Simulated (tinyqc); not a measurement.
# Long-channel MOSFET, surface-potential model: transfer curve from weak to strong inversion

n-channel transistor on a uniformly doped p-type body, gradual-channel approximation, constant mobility, Boltzmann statistics, full ionisation. Potentials are counted from the neutral body; V is the electron quasi-Fermi potential, Vsb at the source and Vsb + Vds at the drain. Charges are magnitudes per area.

ni = sqrt(Nc Nv) exp(-Eg/(2 Vt)), Eg in volts; phiF = Vt ln(Na/ni); Cox = eps0 eox/tox; gamma = sqrt(2 q eps0 eps_r Na)/Cox. The surface potential psi at channel potential V solves Vgs + Vsb - Vfb - psi = gamma sqrt(G), G = psi - Vt + Vt exp((psi - 2 phiF - V)/Vt). Charge sheet: Qi = Cox gamma [sqrt(G) - sqrt(psi - Vt)]; I = mu (W/L) [integral of Qi dpsi from psi_0 to psi_L (drift) + Vt (Qi0 - QiL) (diffusion)], with psi_0 at V = Vsb and psi_L at V = Vsb + Vds. Pao-Sah: Qi(V) = (Cox gamma/2) integral from 3 Vt to psi of exp((u - 2 phiF - V)/Vt)/sqrt(G(u, V)) du, and I = mu (W/L) integral of Qi dV from Vsb to Vsb + Vds. Square law: VT = Vfb + 2 phiF + gamma sqrt(2 phiF + Vsb), m = 1 + gamma/(2 sqrt(2 phiF + Vsb)), I = mu Cox (W/L) [(Vgs - VT) v - m v^2/2] with v the smaller of Vds and (Vgs - VT)/m, and zero below VT. gm = dI/dVgs of the charge-sheet current.

Values chosen for this exercise; material values those of a made-up semiconductor: temperature T = 300 K; band gap Eg = 0.96 eV; relative permittivity of the semiconductor eps_r = 13.1; conduction-band density of states at T Nc = 2.97e19 cm^-3; valence-band density of states at T Nv = 2.46e19 cm^-3; acceptor density of the body Na = 2.4e16 cm^-3; relative permittivity of the gate insulator eox = 3.94; insulator thickness tox = 25 nm; flat-band voltage Vfb = -0.85 V; channel mobility mu = 360 cm^2/(V s); gate width W = 5 um; gate length L = 10 um; source-body reverse bias Vsb = 0 V; drain-source voltage Vds = 1.2 V.

Constants: q = 1.602176634e-19 C, kB = 1.380649e-23 J/K, Vt = kB T/q, eps0 = 8.8541878128e-14 F/cm where lengths are in cm. Results are converted to the units shown.

Transfer curve from weak to strong inversion:

| Vgs (V) | I, charge sheet (uA) | I, Pao-Sah (uA) | drift share (%) | gm/I (1/V) | I, square law (uA) |
|---|---|---|---|---|---|
| 0.07 | 6.168e-5 | 6.367e-5 | 0.1215 | 24.87 | 0 |
| 0.16 | 5.903e-4 | 6.069e-4 | 1.163 | 25.21 | 0 |
| 0.24 | 0.004304 | 0.004417 | 7.538 | 23.99 | 0 |
| 0.33 | 0.02975 | 0.03055 | 30.14 | 18.34 | 0.03194 |
| 0.42 | 0.1166 | 0.1198 | 53.29 | 12.39 | 0.1978 |
| 0.51 | 0.2975 | 0.3058 | 67.27 | 8.763 | 0.5050 |
| 0.59 | 0.5516 | 0.5668 | 74.73 | 6.818 | 0.8969 |
| 0.68 | 0.9517 | 0.9772 | 80.13 | 5.405 | 1.471 |
| 0.77 | 1.479 | 1.518 | 83.75 | 4.454 | 2.187 |

What does the comparison show?

The charge-sheet current rises from 6.17e-5 to 1.48 uA. In the first row gm/I is 24.9 1/V, a swing of 92.6 mV a decade, against Vt ln 10 = 59.5 mV a decade for an ideal gate; in the last it is 4.45 1/V. Drift passes half of the current at Vgs = 0.42 V among the rows listed (VT = 0.270 V). The charge sheet departs most from Pao-Sah at Vgs = 0.07 V, where it is 3.1 % below it. In the last row the square law is 44 % above Pao-Sah.

Numbers from tinyqc (`OMP_NUM_THREADS=1 python tinyqc.py 2360032 2360033 out.jsonl`; about 0.04 s on one thread of a shared Intel Xeon 2.30GHz).
